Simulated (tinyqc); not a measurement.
Two-sublattice mean-field magnet: ferrimagnet, compensation points and susceptibility. Changing the T over T_c. Computed by tinyqc, a small Python program. Command: `OMP_NUM_THREADS=1 python tinyqc.py 3020601 3020602 out.jsonl ferri sweep`. One thread of a shared host (Intel(R) Xeon(R) Processor @ 2.30GHz), about 0.02 s of CPU time with the checks.

A random alloy A(1-x)B(x) with H = -sum over pairs J S_i.S_j. a = <S_A> and b = <S_B> are taken along z, a > 0. Exchange fields: h_A = (1 - x) zJ_AA a + x zJ_AB b, h_B = (1 - x) zJ_AB a + x zJ_BB b; a = S_A B_(S_A)(S_A h_A/(k_B T)) and likewise for b, with the Brillouin function B_S(y) = [(2S + 1)/(2S)] coth[(2S + 1) y/(2S)] - [1/(2S)] coth[y/(2S)].

Inputs (values chosen for the exercise, for a model ferrimagnet):
```
quantity,value,unit
spin S_A,2.5,-
spin S_B,2.5,-
g factor g_A,2,-
g factor g_B,2,-
fraction x of B sites,0.33,-
z J_AA,12.1,meV
z J_BB,0.69,meV
z J_AB,-4.9,meV
largest number of steps,3000,-
```

Constants: k_B = 8.617333262e-05 eV/K.

Method:
- Linearised, T (a, b) = M (a, b) with M_ij = S_i (S_i + 1) c_j zJ_ij/(3 k_B), c_A = 1 - x, c_B = x. T_c is the larger eigenvalue, and its eigenvector gives b/a at onset, (T_c - M_AA)/M_AB.
- Repeat from a = S_A, b = -S_B until a and b change by less than 1e-10.
- Net moment m = (1 - x) g_A a + x g_B b in mu_B per site; net spin s = (1 - x) a + x b. At T = 0, a = S_A and b = -S_B. Effective g = m/s.

One run for each value:
```
T over T_c,net moment m (mu_B),net spin s,a,b
0.10,1.722,0.861,2.500,-2.467
0.21,1.846,0.923,2.488,-2.255
0.31,1.960,0.980,2.443,-1.990
0.42,2.039,1.020,2.350,-1.681
0.52,2.051,1.026,2.226,-1.412
0.62,1.992,0.996,2.059,-1.162
0.73,1.827,0.914,1.809,-0.905
0.83,1.551,0.775,1.489,-0.672
0.94,0.984,0.492,0.919,-0.374
```

Describe the trends.

Over the rows, net moment m (mu_B) goes from 1.72 through a maximum among these rows, 2.05 at 0.520, to 0.984; net spin s goes from 0.861 through a maximum among these rows, 1.03 at 0.520, to 0.492; a falls from 2.50 to 0.919 (exponent d ln y / d ln x -0.0063 between the first rows and -3.9 between the last).

Extremes, crossings and ranges named in words are read from the listed rows.
